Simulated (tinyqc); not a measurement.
# Thickness from the transmission

Problem. A dielectric of barrier phi1 and mass m1 carries the voltage V, so U = phi1 - V x/t1. At E = 0 the WKB exponent is S = (4 t1/(3 V)) sqrt(m1/C) [phi1^1.5 - max(phi1 - V, 0)^1.5], C = hbar^2/(2 m0), and T = exp(-S). Find S, t1 and the field.

Inputs (values chosen for the exercise):
- phi1 = 3.24 eV (barrier of layer 1 above the emitter Fermi level at zero bias)
- m1 = 0.5 m0 (tunnelling mass of layer 1)
- V = 0.8 V (voltage across the dielectric)

Constants: q = 1.602176634e-19 C, hbar = 1.054571817e-34 J s, m0 = 9.1093837015e-31 kg, hbar^2/(2 m0) = 0.0380998212 eV nm^2. Results are converted to the units shown.

T at E = 0 = 9.8376179e-10

Answer. At fixed V the exponent is proportional to t1.

S = 20.7
t1 = 1.70 nm
field = 4.71 MV/cm

tinyqc, about 0.06 s, one thread, Intel Xeon 2.30GHz (shared host): `OMP_NUM_THREADS=1 python tinyqc.py 2540171 2540172 out.jsonl`
